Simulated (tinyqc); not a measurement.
Crystal pulling from the melt: segregation, interface stability, heat balance and point-defect regime: one step, computed by the program tinyqc.

A dilute solute; steady pulling with a flat interface unless it is found unstable.

Problem. Concentration at the frozen fraction g. Axial profile: C_s = k_eff C0 (1 - g)^(k_eff - 1); bulk melt C_L = C_s/k_eff. Usable fraction: the g at which C_s has changed by 30 % from its first value (0.99 at most).

Inputs (values chosen for the exercise, for a model semiconductor): initial melt concentration C0 = 2.5e+20 1/cm^3; frozen fraction g = 0.83.

Loss from the melt surface: none.

k_eff = 0.002655254

Give: C_s; C_L; usable fraction.

Solution.

C_s = 3.886e+18 1/cm^3

C_L = 1.464e+21 1/cm^3

usable fraction = 0.2313

C_s rises along the crystal.
